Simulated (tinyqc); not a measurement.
Reverse leakage of an n+-p junction: diffusion, generation, trap-assisted and band-to-band tunnelling: one step of the calculation.

One-sided abrupt junction in the depletion approximation, x from the junction (0) to W on the p side, field F = F0 (1 - x/W). Flat quasi-Fermi levels, long p side. Traps generate through SRH with both lifetimes shortened by 1 + Gamma (Hurkx enhancement, form for moderate fields); band-to-band generation is local and needs a total bending above Eg.

Task. Current components. u = (Vbi + VR)(1 - x/W)^2, p = Na exp(-u/Vt), n = Nd exp((u - Vbi - VR)/Vt); G0 = ni^2 (1 - exp(-VR/Vt))/(tau (n + p + 2 ni cosh(Et/Vt))); Gamma = 2 sqrt(3 pi)(F/FG) exp((F/FG)^2); trap-assisted part G0 Gamma; G_bb = Ab F^2.5 exp(-Bb/F) with F in V/cm, zero unless Vbi + VR > Eg. 14 equal steps.

Each current is q times the trapezoid sum of its rate; J adds J_diff; J_bb under 1e-8 of the sum is given as 0.

Constants: q = 1.602176634e-19 C. Results are converted to the units shown.

```
point,x (nm),G0 (cm^-3 s^-1),G0 Gamma (cm^-3 s^-1),G_bb (cm^-3 s^-1)
0,0.00000,4.3784301e-7,2.2333867e-6,2.2217207e-46
1,39.60124,6.6907990,30.217405,3.4566154e-52
2,79.20248,2.8602889e7,1.1409781e8,~0
3,118.80372,6.0403479e8,2.1209142e9,~0
4,158.40496,6.0404402e8,1.8580240e9,~0
5,198.00620,6.0404402e8,1.6171120e9,~0
6,237.60745,6.0403466e8,1.3949514e9,~0
7,277.20869,5.2447611e8,1.0321461e9,~0
8,316.80993,1.3804572e6,2.2757983e6,~0
9,356.41117,1637.3276,2206.1718,~0
10,396.01241,6.5980699,7.0003016,~0
11,435.61365,0.090543448,0.071163324,0
12,475.21489,0.0042311372,0.0021975315,0
13,514.81613,6.7331324e-4,1.7392708e-4,0
14,554.41737,3.6486917e-4,0,0
```

J_diff = 2.2640874e-25 A/cm^2

Give: J_SRH; J_TAT; J_bb; J.

Result.

J_SRH = 1.885e-15 A/cm^2
J_TAT = 5.164e-15 A/cm^2
J_bb = 0 A/cm^2
J = 7.049e-15 A/cm^2

Range of the model: The n+ side is degenerate, so Vbi from Boltzmann statistics is only a guide.

Numbers from tinyqc (`OMP_NUM_THREADS=1 python tinyqc.py 2290092 2290093 out.jsonl`; about 0.01 s on one thread of a shared Intel Xeon 2.30GHz).

~0 in a residual or rate marks an entry under 1e-11 of the largest of its column.
